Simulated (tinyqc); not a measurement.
Worked calculation: Pariser-Parr-Pople SCF with singles CI, for the molecule C=CC=C(F)C=C (SMILES; centres numbered as the heavy atoms are written). One step of it, computed by the program tinyqc.

Problem. Singles CI, triplets. Over the 4 single excitations with the smallest orbital gaps: A = (e_a - e_i) delta - (ij|ab), with (pq|rs) = sum c_mp c_mq gamma_mn c_nr c_ns.

orbital energies (eV): -15.629423  -13.121670  -12.174213  -9.450303  -1.678864  0.784742  2.538312

coefficients:
```
,MO1,MO2,MO3,MO4,MO5,MO6,MO7
1C,0.057795,-0.328276,-0.382316,0.505690,-0.444608,-0.463056,0.273697
2C,0.125285,-0.470167,-0.437683,0.263685,0.247811,0.507063,-0.428517
3C,0.263048,-0.440270,-0.177937,-0.489090,0.420420,-0.138748,0.519704
4C,0.490406,-0.228966,0.119230,-0.428540,-0.432179,-0.233803,-0.517467
5F,0.771644,0.529938,-0.177147,0.234661,0.143389,0.054727,0.117173
6C,0.246222,-0.304762,0.558446,0.186012,-0.314011,0.511417,0.374008
7C,0.123335,-0.226276,0.522636,0.402772,0.508152,-0.435900,-0.223579
```

repulsion gamma_rs (eV):
```
,1C,2C,3C,4C,5F,6C,7C
1C,10.170000,7.231171,5.127867,3.630756,3.361764,2.850054,2.298322
2C,7.231171,10.170000,7.232715,5.128017,4.926242,3.631664,2.850105
3C,5.127867,7.232715,10.170000,7.230111,5.610866,5.128017,3.630675
4C,3.630756,5.128017,7.230111,10.170000,8.823958,7.232715,5.128017
5F,3.361764,4.926242,5.610866,8.823958,24.200000,5.612460,4.926752
6C,2.850054,3.631664,5.128017,7.232715,5.612460,10.170000,7.230111
7C,2.298322,2.850105,3.630675,5.128017,4.926752,7.230111,10.170000
```

Give: triplet CI matrix; triplet excitation energies.

Solution.

triplet CI matrix (eV):
```
,4>5,4>6,3>5,2>5
4>5,2.0058,-0.3252,-0.1847,-0.3300
4>6,-0.3252,4.6472,1.2018,0.1635
3>5,-0.1847,1.2018,4.8149,0.1916
2>5,-0.3300,0.1635,0.1916,5.6457
```

triplet excitation energies (eV): 1.9403  3.5342  5.5033  6.1359
